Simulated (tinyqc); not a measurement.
sp3s* tight binding: one step. Levels at Gamma. Three cases, with inputs chosen for the exercise.

Problem. At k = 0 only g0 = 1 is left and H falls into 2 x 2 blocks [[E_a, V], [V, E_c]] with roots (E_a + E_c)/2 -/+ sqrt(((E_a - E_c)/2)^2 + V^2); the s* levels stay uncoupled. The direct gap runs from the highest lower root of the p blocks to the lowest upper root.

Give: Blocks at Gamma (eV); direct gap at Gamma.

Case 1.

Values chosen (near a published set for diamond, fitted to gaps, whose masses and valley positions are rough; the results hold for these values, not for the real material): Esa = -4.537 eV (s level of the anion); Esc = -4.537 eV (s level of the cation); Epa = 3.85 eV (p level of the anion); Epc = 3.85 eV (p level of the cation); Vss = -22.772 eV (s-s); Vxx = 3.832 eV (px-px).

Solution.

Blocks at Gamma (eV):
```
block            E_a      E_c         V  lower root  upper root
s (Gamma1)   -4.5370  -4.5370  -22.7720    -27.3090     18.2350
p (Gamma15)   3.8500   3.8500    3.8320      0.0180      7.6820
```

direct gap at Gamma = 7.6640 eV

The lowest empty level at Gamma is p-like.

Case 2.

Values chosen (near a published set for GaAs, fitted to gaps, whose masses and valley positions are rough; the results hold for these values, not for the real material): Esa = -8.303 eV (s level of the anion); Esc = -2.641 eV (s level of the cation); Epa = 1.038 eV (p level of the anion); Epc = 3.632 eV (p level of the cation); Vss = -6.398 eV (s-s); Vxx = 1.948 eV (px-px).

Solution.

Blocks at Gamma (eV):
```
block            E_a      E_c        V  lower root  upper root
s (Gamma1)   -8.3030  -2.6410  -6.3980    -12.4684      1.5244
p (Gamma15)   1.0380   3.6320   1.9480     -0.0053      4.6753
```

direct gap at Gamma = 1.5296 eV

The lowest empty level at Gamma is s-like.

Case 3.

Values chosen (near a published set for InAs, fitted to gaps, whose masses and valley positions are rough; the results hold for these values, not for the real material): Esa = -9.589 eV (s level of the anion); Esc = -2.725 eV (s level of the cation); Epa = 0.913 eV (p level of the anion); Epc = 3.746 eV (p level of the cation); Vss = -5.571 eV (s-s); Vxx = 1.83 eV (px-px).

Solution.

Blocks at Gamma (eV):
```
block            E_a      E_c        V  lower root  upper root
s (Gamma1)   -9.5890  -2.7250  -5.5710    -12.7003      0.3863
p (Gamma15)   0.9130   3.7460   1.8300      0.0153      4.6437
```

direct gap at Gamma = 0.3710 eV

The lowest empty level at Gamma is s-like.

Computed by tinyqc, one run a case: `OMP_NUM_THREADS=1 python tinyqc.py N N+1 out.jsonl` with N = 1450110, 1450148, 1450206; one thread of a shared Intel(R) Xeon(R) Processor @ 2.30GHz, about 0.1 s a run at most.
